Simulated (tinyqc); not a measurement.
From results back to parameters: valence-band offset from core levels. Five cases, with inputs chosen for the exercise.

Problem. At an interface of A and B the binding energy of the core level of B exceeds that of A by dCL. Binding energy of a core level = (EF - Ev) + CL, with one Fermi level for both sides. Find dEv = Ev(A) - Ev(B) and dEc = Eg2 - Eg1 - dEv with the corrected (second) gaps.

Case 1.

Values chosen (out of a larger set: gaps near those of Si and HfO2; not measured data): CL = (34.56, 17.98) eV (depth of a core level below the valence top in bulk A and bulk B); Eg1 = (0.58, 1.12) eV (gap of A: semi-local value, corrected value); Eg2 = (4.02, 5.69) eV (gap of B: semi-local value, corrected value).

dCL = -13.5334 eV

Case 2.

Values chosen (out of a larger set: gaps near those of Si and GaP; not measured data): CL = (65.25, 46.25) eV (depth of a core level below the valence top in bulk A and bulk B); Eg1 = (0.58, 1.18) eV (gap of A: semi-local value, corrected value); Eg2 = (1.53, 2.27) eV (gap of B: semi-local value, corrected value).

dCL = -18.3010 eV

Case 3.

Values chosen (out of a larger set: gaps near those of GaAs and Ge; not measured data): CL = (33.02, 28.13) eV (depth of a core level below the valence top in bulk A and bulk B); Eg1 = (0.48, 1.47) eV (gap of A: semi-local value, corrected value); Eg2 = (0.1, 0.72) eV (gap of B: semi-local value, corrected value).

dCL = -5.3043 eV

Case 4.

Values chosen (out of a larger set: gaps near those of GaN and AlN; not measured data): CL = (71.77, 80.18) eV (depth of a core level below the valence top in bulk A and bulk B); Eg1 = (1.86, 3.45) eV (gap of A: semi-local value, corrected value); Eg2 = (4.09, 6.42) eV (gap of B: semi-local value, corrected value).

dCL = 9.2796 eV

Case 5.

Values chosen (out of a larger set: gaps near those of GaAs and Ge; not measured data): CL = (64.17, 53.44) eV (depth of a core level below the valence top in bulk A and bulk B); Eg1 = (0.52, 1.51) eV (gap of A: semi-local value, corrected value); Eg2 = (0.1, 0.76) eV (gap of B: semi-local value, corrected value).

dCL = -11.2986 eV

Find: dEv; dEc.

Solution. dCL = (EF - Ev(B)) + CL_B - (EF - Ev(A)) - CL_A = dEv + CL_B - CL_A; the Fermi level drops out.

Case 1.

dEv = 3.05 eV
dEc = 1.52 eV

Case 2.

dEv = 0.70 eV
dEc = 0.39 eV

Case 3.

dEv = -0.41 eV
dEc = -0.34 eV

Case 4.

dEv = 0.87 eV
dEc = 2.10 eV

Case 5.

dEv = -0.57 eV
dEc = -0.18 eV

Computed by tinyqc, one run a case: `OMP_NUM_THREADS=1 python tinyqc.py N N+1 out.jsonl` with N = 1850933, 1850956, 1850991, 1851011, 1851020; one thread of a shared Intel(R) Xeon(R) Processor @ 2.30GHz, about 0.01 s a run at most.
